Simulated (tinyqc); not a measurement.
The basis set: RHF and MP2 along a ladder of basis sets, for BeH+, spin multiplicity 1. Computed by the program tinyqc with PySCF. 

Geometry (angstrom):
```
atom,x,y,z
Be,0.0000,0.0000,0.0000
H,0.0000,0.0000,1.1660
```

Same geometry throughout; the dipole is taken about the origin.

RHF and frozen-core MP2 in a ladder of bases:
```
basis,functions,E(RHF) (hartree),E(MP2 corr) (hartree),HOMO (eV),LUMO (eV),dipole (debye)
sto-3g,6,-14.65319,-0.01159,-21.180,-7.337,2.958
3-21g,11,-14.75070,-0.01455,-21.112,-7.826,2.752
6-31g,11,-14.83682,-0.01464,-21.177,-7.753,2.631
6-31g**,19,-14.84145,-0.02492,-21.129,-7.766,2.650
cc-pvdz,19,-14.84016,-0.02485,-21.118,-7.856,2.686
cc-pvtz,44,-14.84489,-0.02949,-21.167,-7.810,2.664
```

From cc-pVDZ to cc-pVTZ the RHF energy falls by 4.7 mhartree and the correlation energy by 4.6. If valence correlation converges as X^-3, (27 E(T) - 8 E(D))/19 gives -0.0314 hartree, a rough estimate from such small X that usually falls short; STO-3G holds about 37 % of it. Beyond STO-3G the LUMO moves by 0.1 eV and the HOMO by 0.1 eV.
